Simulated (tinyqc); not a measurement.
Three voltage laws: time-dependent dielectric breakdown: cell percolation, Weibull statistics, area scaling and voltage extrapolation. Computed by tinyqc, a small Python program. Command: `OMP_NUM_THREADS=1 python tinyqc.py 3020373 3020374 out.jsonl tddb walk`. One thread of a shared host (Intel(R) Xeon(R) Processor @ 2.30GHz), about 0.01 s of CPU time with the checks.

The oxide is divided into columns of area a^2, each holding m = t_ox/a cells (m is taken as continuous). A share lambda(t) = (t/t_1)^alpha of the cells is defective, and a column whose cells are all defective breaks down.

Inputs (values chosen for the exercise, for a model gate oxide):

| quantity | value | unit |
|---|---|---|
| oxide thickness t_ox | 5.2 | nm |
| defect cell size a | 1.4 | nm |
| exponent alpha of defect growth | 0.77 | - |
| time t_1 at which the occupied share would reach 1 | 4.2e+06 | s |
| test area A | 2000 | um^2 |
| product area A_u | 5e+06 | um^2 |
| stress voltage V | 5.67 | V |
| use voltage V_u | 2.9 | V |
| local exponent n = -d ln t/d ln V at the stress voltage | 37 | - |
| activation energy E_a | 0.78 | eV |
| stress temperature T | 125 | C |
| use temperature T_u | 85 | C |
| allowed failure fraction F | 0.0001 | - |

Voltage law used: 1/E.

Constants: k_B = 8.617333262e-05 eV/K.

Method:
- Failure fraction F = 1 - (1 - lambda^m)^N with N = A/a^2 columns, which for small lambda^m is 1 - exp(-(t/t63)^beta) with beta = alpha m and t63 = t_1 N^(-1/beta); critical share lambda(t63) = N^(-1/m). 1 um^2 = 1e6 nm^2.
- All three voltage laws share the slope n at the stress voltage. Factor t(V_u)/t(V): E law exp(n (1 - V_u/V)); 1/E law exp(n (V/V_u - 1)); power law (V/V_u)^n.
- Temperatures in kelvin are T(C) + 273.15.
- Temperature factor exp[(E_a/k_B)(1/T_u - 1/T)]; area factor (A/A_u)^(1/beta); percentile factor (-ln(1 - F))^(1/beta); life = t63 x all four; 1 year = 3.15576e7 s.
- Life = t63 x voltage, temperature, area and percentile factors, the last three as above.

projected life = 6.89919e+09 years

voltage factor = 2.23134e+15

Log10 of the life in years:

| V_u/V | V_u (V) | E law | 1/E law | power law |
|---|---|---|---|---|
| 1.00 | 5.6700 | -5.5098 | -5.510 | -5.5098 |
| 0.95 | 5.3865 | -4.7063 | -4.664 | -4.6855 |
| 0.90 | 5.1030 | -3.9029 | -3.724 | -3.8167 |
| 0.80 | 4.5360 | -2.2960 | -1.493 | -1.9241 |
| 0.70 | 3.9690 | -0.6891 | 1.377 | 0.2216 |
| 0.60 | 3.4020 | 0.9178 | 5.203 | 2.6986 |
| 0.50 | 2.8350 | 2.5247 | 10.559 | 5.6283 |
| 0.40 | 2.2680 | 4.1316 | 18.594 | 9.2140 |

What does the comparison show, and why?

At V_u/V = 0.9 the laws differ by 0.18 decades at most, and at 0.5 by 8.0. The E law is the most cautious and the 1/E law the most hopeful. Ten years are reached at V_u/V = 0.595 (E), 0.712 (1/E), 0.667 (power). Caution: t_1 is an input here; in a real oxide it changes with thickness at fixed voltage. Caution: a voltage factor of more than nine decades rests wholly on the chosen law and cannot be tested. Caution: the rows at low voltage extrapolate over many decades and cannot be tested.
